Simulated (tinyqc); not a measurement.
Thinning the body: Gamma, L and X subbands of a thin body with non-parabolic valleys.

Hard walls, flat band, c = hbar^2/2m0, energies from the bulk Gamma edge. For a valley at angle theta to the normal 1/m_z = cos^2/ml + sin^2/mt and m_d = sqrt(ml mt^2/m_z). Subband n starts at E_v + e with e (1 + a e) = c (n pi/t)^2/m_z, and its density-of-states mass is taken as m_d (1 + 2 a e), without further growth at higher in-plane energy. Groups are named by valley and degeneracy.

n_i = g m/(2 pi c) kB T ln(1 + exp((EF - E_i)/kB T)), sum n_i = Ns (1e12/cm^2 = 1e-4/angstrom^2), c = hbar^2/2m0. Quantum capacitance Cq = 1602.176634 sum g m/(2 pi c) f_i in microfarad/cm^2 with f_i = 1/(1 + exp((E_i - EF)/kB T)); Cox = 34.5313/eot (one gate); C/Cox = Cq/(Cq + Cox), the centroid term left out.

Constants: hbar^2/2m0 = 3.80998211 eV angstrom^2; kB = 8.617333262e-05 eV/K.

Values chosen for the exercise (near those of a thin InAs channel; the results hold for these values, not for the real material):
- face = 110 (surface)
- mG = 0.0256 m0 (Gamma mass)
- aG = 2.32 1/eV (Gamma non-parabolicity)
- EL = 0.712 eV (L edge above Gamma)
- mL = (0.631, 0.05) m0 (L valleys (four, along <111>): ml, mt)
- EX = 1.004 eV (X edge above Gamma)
- mX = (1.141, 0.158) m0 (X valleys (three, along <100>): ml, mt)
- aS = 0.56 1/eV (non-parabolicity of L and X)
- Ns = 2.4 x 1e12/cm^2 (sheet density)
- T = 300 K (temperature)
- eot = 9 angstrom (equivalent oxide thickness)
- ts = (18, 24, 30, 40, 55, 75, 110) angstrom (thicknesses)

Lowest edge of each valley type, the lowest group, the Gamma share and C/Cox, with n = 1 to 8 of all groups.

Results:
```
t (angstrom)  Gamma (eV)  L (eV)  X (eV)  lowest  Gamma share (%)  C/Cox
18                 1.199   1.368   1.354      G1             96.7  0.692
30                 0.650   0.991   1.144      G1            100.0  0.614
40                 0.449   0.878   1.085      G1            100.0  0.564
55                 0.290   0.803   1.048      G1            100.0  0.505
75                 0.183   0.762   1.028      G1            100.0  0.450
110                0.099   0.736   1.015      G1            100.0  0.447
```

Give the missing row, t (angstrom) = 24.

Computed row:
```
t (angstrom)  Gamma (eV)  L (eV)  X (eV)  lowest  Gamma share (%)  C/Cox
24                 0.855   1.122   1.214      G1            100.0  0.647
```

From 110 down to 18 angstrom Gamma rises by 1.10 eV, L by 0.63 and X by 0.34 eV, the light Gamma mass moving most. G1 stays lowest throughout. The Gamma share goes from 100 % to 97 %. C/Cox is 0.45 and 0.69 at the ends and lies between 0.45 and 0.69. Hard walls overstate the rise in the thinnest rows.

Program tinyqc; command `OMP_NUM_THREADS=1 python tinyqc.py 1280906 1280907 out.jsonl`; about 0.02 s on one thread of a shared Intel(R) Xeon(R) Processor @ 2.30GHz.
